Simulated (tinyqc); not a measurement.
Periodic multilayer mirror for extreme ultraviolet light: one step. Coefficients of one period. Five cases, with inputs chosen for the exercise.

Task: Form q, the three interface coefficients and the two phase factors.

s polarisation, vacuum above. q_j = sqrt(N_j^2 - sin^2 theta); interface r_jk = (q_j - q_k)/(q_j + q_k) exp(-2 (2 pi/lam)^2 q_j q_k sg^2) (Nevot-Croce; sg = 0 if not given); phase factor of a layer x_j = exp(4 pi i q_j d_j/lam). Each period has the spacer (thickness (1 - Gm) L) on top of the absorber (Gm L). In this recursion R is the amplitude; R in tables and results is the reflectance, its squared modulus. The substrate is of the spacer material. Starting with R = 0 in it, each interface upward gives R -> (r + R x)/(1 + r R x), x that of the layer below the interface (1 for the substrate).

Case 1.

Values chosen (optical constants near those of Mo and Si at 13.5 nm; the results hold for these values, not for the real material): lam = 13.5 nm (wavelength); dA = (0.0784, 0.00655) (delta and beta of the absorber, N = 1 - delta + i beta); dS = (0.0009, 0.00185) (delta and beta of the spacer and the substrate); L = 6.88 nm (period); Gm = 0.39 (absorber share of the period); theta = 0 degrees (angle from the normal); sg = 0.3 nm (interface roughness).

Case 2.

Values chosen (optical constants near those of Mo and Si at 13.5 nm; the results hold for these values, not for the real material): lam = 13.5 nm (wavelength); dA = (0.0789, 0.00674) (delta and beta of the absorber, N = 1 - delta + i beta); dS = (0.0008, 0.00184) (delta and beta of the spacer and the substrate); L = 6.85 nm (period); Gm = 0.31 (absorber share of the period); theta = 0 degrees (angle from the normal); sg = 0.4 nm (interface roughness).

Case 3.

Values chosen (optical constants near those of Mo and Si at 13.5 nm; the results hold for these values, not for the real material): lam = 13.5 nm (wavelength); dA = (0.0737, 0.00643) (delta and beta of the absorber, N = 1 - delta + i beta); dS = (0.001, 0.00182) (delta and beta of the spacer and the substrate); L = 6.99 nm (period); Gm = 0.48 (absorber share of the period); theta = 9 degrees (angle from the normal); sg = 0.3 nm (interface roughness).

Case 4.

Values chosen (optical constants near those of Mo and Si at 13.5 nm; the results hold for these values, not for the real material): lam = 13.5 nm (wavelength); dA = (0.0739, 0.00679) (delta and beta of the absorber, N = 1 - delta + i beta); dS = (0.0008, 0.00183) (delta and beta of the spacer and the substrate); L = 7.07 nm (period); Gm = 0.44 (absorber share of the period); theta = 9 degrees (angle from the normal); sg = 0 nm (interface roughness).

Case 5.

Values chosen (optical constants near those of Mo and Si at 13.5 nm; the results hold for these values, not for the real material): lam = 13.5 nm (wavelength); dA = (0.0742, 0.00613) (delta and beta of the absorber, N = 1 - delta + i beta); dS = (0.0009, 0.00186) (delta and beta of the spacer and the substrate); L = 7.03 nm (period); Gm = 0.47 (absorber share of the period); theta = 9 degrees (angle from the normal); sg = 0.2 nm (interface roughness).

Give: q; r; x.

Result:

Case 1.

q: spacer 0.99910+0.00185i, absorber 0.92160+0.00655i

r: vacuum/spacer 0.00043-0.00089i, spacer/absorber 0.03892-0.00254i, absorber/spacer -0.03892+0.00254i

x: spacer -0.71862-0.68500i, absorber -0.65680+0.73241i

One interface reflects only 0.00152. The round-trip phase of a period is -4.5 degrees from a full turn and its amplitude 0.9767.

Case 2.

q: spacer 0.99920+0.00184i, absorber 0.92110+0.00674i

r: vacuum/spacer 0.00037-0.00086i, spacer/absorber 0.03814-0.00259i, absorber/spacer -0.03814+0.00259i

x: spacer -0.30853-0.94274i, absorber -0.24402+0.95612i

One interface reflects only 0.00146. The round-trip phase of a period is -3.8 degrees from a full turn and its amplitude 0.9788.

Case 3.

q: spacer 0.98668+0.00184i, absorber 0.91300+0.00652i

r: vacuum/spacer 0.00049-0.00090i, spacer/absorber 0.03744-0.00256i, absorber/spacer -0.03744+0.00256i

x: spacer -0.97461-0.19427i, absorber -0.93887+0.28033i

One interface reflects only 0.00141. The round-trip phase of a period is -5.4 degrees from a full turn and its amplitude 0.9737.

Case 4.

q: spacer 0.98688+0.00185i, absorber 0.91279+0.00689i

r: vacuum/spacer 0.00041-0.00094i, spacer/absorber 0.03899-0.00283i, absorber/spacer -0.03899+0.00283i

x: spacer -0.87377-0.47218i, absorber -0.86098+0.46862i

One interface reflects only 0.00153. The round-trip phase of a period is -0.2 degrees from a full turn and its amplitude 0.9736.

Case 5.

q: spacer 0.98678+0.00188i, absorber 0.91249+0.00622i

r: vacuum/spacer 0.00045-0.00094i, spacer/absorber 0.03850-0.00242i, absorber/spacer -0.03850+0.00242i

x: spacer -0.95459-0.27529i, absorber -0.92647+0.32268i

One interface reflects only 0.00149. The round-trip phase of a period is -3.1 degrees from a full turn and its amplitude 0.9747.

Computed by tinyqc, one run a case: `OMP_NUM_THREADS=1 python tinyqc.py N N+1 out.jsonl` with N = 1681387, 1681515, 1681738, 1681793, 1681954; one thread of a shared Intel(R) Xeon(R) Processor @ 2.30GHz, about 0.01 s a run at most.
